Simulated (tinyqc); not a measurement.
Strain and the order of the valence edges: six-band k.p model of the valence band of a wurtzite crystal.

At k = 0: E1 = D1c + D2c + Te + Le (pure HH); E2, E3 = Le + u +/- sqrt(u^2 + 2 D3c^2), u = (D1c - D2c + Te)/2, D1c = Dcr, D2c = D3c = Dso/3. The weight of LH in state 2 is fL = (E2 - Le)^2/((E2 - Le)^2 + 2 D3c^2). Relative strengths of transitions to the conduction band: for E perpendicular to c (TE) 1/2, fL/2, (1 - fL)/2; for E along c (TM) 0, 1 - fL, fL, with one momentum element for both directions.

Strain of a c-plane layer: exx = eyy = e_par, ezz = -2 (C13/C33) e_par; Le = D1 ezz + D2 (exx + eyy), Te = D3 ezz + D4 (exx + eyy).

Conduction edge: Ec = (top of the unstrained valence band) + Eg + (a1 + D1) ezz + (a2 + D2)(exx + eyy).
Constants: kB = 8.617333262e-05 eV/K.

Inputs chosen for the exercise (near those of AlN; not measured data): Dcr = -0.1421 eV (crystal-field splitting); Dso = 0.0182 eV (spin-orbit splitting); Eg = 6.202 eV (direct gap at Gamma from the top of the unstrained valence band); a1 = -3.48 eV (gap potential along c); a2 = -11.73 eV (gap potential in the plane); D1 = -17.19 eV; D2 = 8.02 eV; D3 = 8.61 eV; D4 = -3.88 eV; C13 = 105 GPa; C33 = 384 GPa; T = 300 K (temperature).

Edges from the unstrained top. Degree of polarisation (TE - TM)/(TE + TM), each state weighted by exp(E/kT) alone (equal densities of states).

Results:

| e_par (%) | E1 (meV) | E2 (meV) | E3 (meV) | fL | lowest transition (eV) | polarisation |
|---|---|---|---|---|---|---|
| -0.80 | -240.3 | -202.5 | -253.9 | 0.029 | 6.3735 | -0.664 |
| -0.60 | -214.4 | -152.1 | -227.5 | 0.013 | 6.3308 | -0.853 |
| -0.40 | -188.4 | -101.5 | -201.3 | 0.007 | 6.2880 | -0.938 |
| -0.20 | -162.5 | -50.8 | -175.2 | 0.005 | 6.2450 | -0.974 |
| 0.00 | -136.5 | 0.0 | -149.2 | 0.003 | 6.2020 | -0.989 |
| 0.20 | -110.6 | 50.8 | -123.1 | 0.002 | 6.1590 | -0.994 |
| 0.40 | -84.6 | 101.6 | -97.1 | 0.002 | 6.1159 | -0.997 |
| 0.60 | -58.7 | 152.5 | -71.2 | 0.001 | 6.0728 | -0.998 |
| 0.80 | -32.8 | 203.3 | -45.2 | 0.001 | 6.0297 | -0.999 |

E1 = E2 requires Dcr + Te = 0, which here falls at e_par = -1.14 %, outside the sweep, so state 2 stays on top. The polarisation goes from -0.66 to -1.00; the lowest transition moves by -215 meV per 1 % on average.

(tinyqc, `OMP_NUM_THREADS=1 python tinyqc.py 1050467 1050468 out.jsonl`, Intel(R) Xeon(R) Processor @ 2.30GHz, 1 thread, shared host, about 0.01 s.)
